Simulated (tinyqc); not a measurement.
Worked calculation: eight-band Kane k.p model with strain. Values are carried at full precision from step to step, so a last printed digit may differ when a step is redone from the rounded ones.

Constants: hbar^2/2m0 = 3.80998211 eV angstrom^2.

Inputs chosen for the exercise (near those of GaSb; shifted at random, so the results belong to these values and not to a real crystal):
- Eg = 0.823 eV (gap at Gamma to the s-like level)
- Dso = 0.758 eV (spin-orbit splitting)
- Ep = 27 eV (Kane energy)
- me = 0.0398 m0 (electron mass at Gamma)
- g1 = 13.31 (Luttinger gamma1)
- g2 = 4.7 (gamma2)
- g3 = 6 (gamma3)
- a = 6.094 angstrom (lattice constant)
- a_sub = 6.018 angstrom (lattice constant of the substrate)
- C11 = 89.4 GPa
- C12 = 39.6 GPa
- C44 = 43.9 GPa
- face = 001 (growth face)
- ac = -7.31 eV (conduction deformation potential)
- av = 0.79 eV (valence hydrostatic potential)
- b = -2.05 eV (tetragonal shear potential)
- d = -4.76 eV (trigonal shear potential)
- k = (0.03, 0.011, 0.02) 1/angstrom (wave vector)
- kmax = 0.06 1/angstrom (end of the path)

## Derived values

P = sqrt(Ep c); A = 1/me - Ep (Eg + 2 Dso/3)/(Eg (Eg + Dso)) keeps the electron mass; g1' = g1 - Ep/(3 Eg), g2' = g2 - Ep/(6 Eg), g3' = g3 - Ep/(6 Eg) remove the coupling to S that the Luttinger values already hold; L = -c (g1' + 4 g2'), M = -c (g1' - 2 g2'), N = -6 c g3'. c = hbar^2/2m0.

P = 10.1425 eV angstrom
A = -2.4382

g1', g2', g3': [2.3744, -0.7678, 0.5322]

L, M, N (eV angstrom^2): [2.6548, -14.8970, -12.1660]

The coupling to the valence bands supplies 27.56, against 1/me = 25.13; A makes up the difference. The diagonal terms in A and L bend towards the gap, so the set should be tested for spurious states at large k.

## Strain of a layer grown coherently on a (001) face

e_par = (a_sub - a)/a in the plane; no stress along the normal: e_perp = -2 (C12/C11) e_par; exx = eyy = e_par, ezz = e_perp, no shear.

e_par = -0.012471
e_perp = 0.011048

strain tensor in the cubic axes, rows x, y, z and columns alike:
```
[[-0.012471, 0.000000, 0.000000],
 [0.000000, -0.012471, 0.000000],
 [0.000000, 0.000000, 0.011048]]
```

The layer is under compression in the plane; its volume changes by -1.389 %.

## Strain terms

Strain (Bir-Pikus): H_SS gains ac tr(e); H_XX gains l exx + m (eyy + ezz) and H_XY gains n exy, with l = av + 2 b, m = av - b, n = sqrt(3) d. The sign of av is such that the gap moves by (ac - av) tr(e); the change of P with strain is neglected.

Form the strain terms of the Hamiltonian.

ac tr(e) = 0.10157 eV

strain block of X, Y, Z (the same for both spins) (eV), rows X, Y, Z and columns alike:
```
[[0.03724, 0, 0],
 [0, 0.03724, 0],
 [0, 0, -0.10741]]
```

## The Hamiltonian at one k

Eight-band Kane model, basis S, X, Y, Z times spin, zero of energy at the top of the unstrained valence band, c = hbar^2/2m0. Within each spin: H_SS = Eg + A c k^2, H_SX = i P kx (likewise Y, Z), H_XX = -Dso/3 + L kx^2 + M (ky^2 + kz^2), H_XY = N kx ky, and cyclic. Spin-orbit term (Dso/3) L.sigma on X, Y, Z with (L_k)_ij = -i epsilon_kij: <X+|H|Y+> = -i Dso/3, <X+|H|Z-> = Dso/3, <Y+|H|Z-> = -i Dso/3, <Z+|H|X-> = -Dso/3, <Z+|H|Y-> = i Dso/3, <X-|H|Y-> = i Dso/3, and their conjugates; + and - are the spin along z. Terms from inversion asymmetry are left out, so every level is twofold.

Fill in the matrix, adding ac tr(e) to H_SS and the strain block to X, Y, Z of each spin.

H(k) (eV), rows S+, X+, Y+, Z+, S-, X-, Y-, Z- and columns alike:
```
[[0.9114, 0.3043i, 0.1116i, 0.2028i, 0, 0, 0, 0],
 [-0.3043i, -0.2208, -0.0040-0.2527i, -0.0073, 0, 0, 0, 0.2527],
 [-0.1116i, -0.0040+0.2527i, -0.2345, -0.0027, 0, 0, 0, -0.2527i],
 [-0.2028i, -0.0073, -0.0027, -0.3742, 0, -0.2527, 0.2527i, 0],
 [0, 0, 0, 0, 0.9114, 0.3043i, 0.1116i, 0.2028i],
 [0, 0, 0, -0.2527, -0.3043i, -0.2208, -0.0040+0.2527i, -0.0073],
 [0, 0, 0, -0.2527i, -0.1116i, -0.0040-0.2527i, -0.2345, -0.0027],
 [0, 0.2527, 0.2527i, 0, -0.2028i, -0.0073, -0.0027, -0.3742]]
```

## Levels and orbital character

Diagonalise H; the levels come in pairs. The weights are summed over spin and averaged over each pair.

levels, each twofold (eV): [-0.8187, -0.1270, -0.0036, 1.0312]

weights, rows S, X, Y, Z; columns pair 1, pair 2, pair 3, pair 4:
```
[[0.018, 0.062, 0.014, 0.906],
 [0.296, 0.317, 0.325, 0.061],
 [0.271, 0.166, 0.553, 0.010],
 [0.414, 0.455, 0.108, 0.022]]
```

The conduction pair has 9.4 % valence character at this k; the valence pair with most S character is pair 2 (6.2 %).

## Bands along [001] and [111]

The same diagonalisation at six points |k| = 0, kmax/5, ..., kmax along each direction.

Levels (eV):
```
direction  |k| (1/angstrom)   pair 1   pair 2   pair 3  pair 4
[001]                 0.000  -0.7755  -0.0527   0.0372  0.9246
[001]                 0.012  -0.7802  -0.0620   0.0351  0.9355
[001]                 0.024  -0.7947  -0.0885   0.0287  0.9671
[001]                 0.036  -0.8189  -0.1287   0.0179  1.0161
[001]                 0.048  -0.8531  -0.1787   0.0029  1.0785
[001]                 0.060  -0.8974  -0.2347  -0.0164  1.1510
[111]                 0.000  -0.7755  -0.0527   0.0372  0.9246
[111]                 0.012  -0.7797  -0.0593   0.0309  0.9366
[111]                 0.024  -0.7927  -0.0818   0.0166  0.9705
[111]                 0.036  -0.8155  -0.1227   0.0029  1.0217
[111]                 0.048  -0.8496  -0.1773  -0.0081  1.0848
[111]                 0.060  -0.8970  -0.2379  -0.0179  1.1553
```

At kmax the conduction band lies 4.3 meV and the top valence band 1.5 meV apart between the two directions. k.p holds near Gamma; the zone edge lies near 1 1/angstrom.

## Masses at Gamma

m*/m0 = c h^2/(E(h) - E(0)) with |k| = h = 0.0001 1/angstrom; negative values are hole-like.

Masses (m0):
```
direction  pair 1  pair 2  pair 3  pair 4
[001]      -0.115  -0.058  -0.256   0.050
[111]      -0.130  -0.086  -0.080   0.045
```

Strain has split the top two pairs at Gamma, so each has its own mass tensor; the top pair has -0.256 along [001] and -0.080 along [111].

## Checks

- Electron mass of the unstrained model by finite differences against the input me: both 0.03980.
- Heavy-hole mass along [100] against 1/(g1 - 2 g2): both 0.2558.
- Light-hole mass along [100] against 1/(g1 + 2 g2): both 0.04403.

Program tinyqc; command `OMP_NUM_THREADS=1 python tinyqc.py 1080322 1080323 out.jsonl`; about 0.1 s on one thread of a shared Intel(R) Xeon(R) Processor @ 2.30GHz.
